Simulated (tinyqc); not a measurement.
Finite square well with mass mismatch (envelope functions): one step. Mass in the plane and density of states.

Constants: hbar^2/2m0 = 3.80998211 eV angstrom^2.

Values chosen for the exercise (out of a larger set: near those of an InGaAs well in InAlAs; not measured data): mw = 0.0422 m0 (mass in the well); mb = 0.0758 m0 (mass in the barrier).

Levels:
```
n  parity    E (eV)  k (1/angstrom)  kappa (1/angstrom)        Pb
1    even  0.042480       0.0216913           0.0981814  0.019195
2     odd  0.170938       0.0435126           0.0841658  0.076451
3    even  0.381215       0.0649800           0.0538555  0.201001
```

Task: To first order in the in-plane energy, 1/m_par = (1 - Pb)/mw + Pb/mb for each subband. Each adds a step D = m_par/(2 pi c) to the density of states per area (spin included, one valley); 1/angstrom^2 = 1e16/cm^2.

Give: Subbands.

Result:

Subbands:
```
n  m_par (m0)  D (1e13/(eV cm^2))
1      0.0426               1.778
2      0.0437               1.825
3      0.0463               1.935
```

tinyqc: `OMP_NUM_THREADS=1 python tinyqc.py 1280667 1280668 out.jsonl`; about 0.01 s, one thread, shared Intel(R) Xeon(R) Processor @ 2.30GHz.
